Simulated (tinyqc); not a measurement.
# Strained Delta valleys, repopulation and conductivity mass: mobility against stress

A cubic crystal with three pairs of conduction valleys along x, y and z under uniaxial stress X along [100] (X > 0 is tension); current along [010]. Non-degenerate electrons, fixed total density, one relaxation time for all valleys and stresses, masses unchanged by strain, so the mobility goes as the mean inverse mass.

Stress s_ij = X a_i a_j with a the unit vector along [100]; strain e_ii = s11 s_ii + s12 (s_jj + s_kk), e_ij = s44 s_ij/2. Valley shift dE = Xu (n.e.n - trace(e)/3) with n the valley axis; share f proportional to exp(-dE/Vt). Inverse mass along the current d = [010]: (n.d)^2/ml + (1 - (n.d)^2)/mt; mu/mu0 = sum f (1/m) over the plain mean of 1/m. The linear estimate is 1 - pi X with pi the small-stress slope -d(mu/mu0)/dX.

Parameters, values chosen for the exercise; values close to those of silicon: temperature T = 300 K; compliance s11 = 7.87 1/TPa; compliance s12 = -2.15 1/TPa; compliance s44 = 12.7 1/TPa; shear deformation potential Xu = 9.25 eV; longitudinal mass ml = 0.89 m0; transverse mass mt = 0.191 m0.

Constants: q = 1.602176634e-19 C, kB = 1.380649e-23 J/K, Vt = kB T/q. Results are converted to the units shown.

Result of one run:
```
X (MPa),splitting (meV),largest share,mu/mu0,linear estimate
-1500,139.03,0.99085,1.3498,1.6357
```

What becomes of these results when the uniaxial stress (tension positive) X is changed from -1500 to -1000 MPa, all else the same?

Result of the changed run:
```
X (MPa),splitting (meV),largest share,mu/mu0,linear estimate
-1000,92.685,0.94745,1.3267,1.4238
```

The whole series:
```
X (MPa),splitting (meV),largest share,mu/mu0,linear estimate
-25,2.3171,0.35354,1.0107,1.0106
-50,4.6342,0.37428,1.0218,1.0212
-100,9.2685,0.41712,1.0446,1.0424
-200,18.537,0.50597,1.0918,1.0848
-400,37.074,0.67720,1.1829,1.1695
-700,64.879,0.86015,1.2802,1.2967
-1000,92.685,0.94745,1.3267,1.4238
-1500,139.03,0.99085,1.3498,1.6357
-2500,231.71,0.99974,1.3545,2.0596
```

The ratio mu/mu0 rises from 1.01 to 1.35; pi = 42.4e-11 1/Pa. The linear estimate of the change is 0.9857 times the computed change in the first row and 2.99 times it in the last: once the splitting is several Vt (Vt = 25.9 meV) the upper valleys are nearly empty and little is left to move. At X = -2500 MPa the stress passes 1.5 GPa, where intervalley scattering and masses change too.

tinyqc, about 0.01 s, one thread, Intel Xeon 2.30GHz (shared host): `OMP_NUM_THREADS=1 python tinyqc.py 2530044 2530045 out.jsonl`
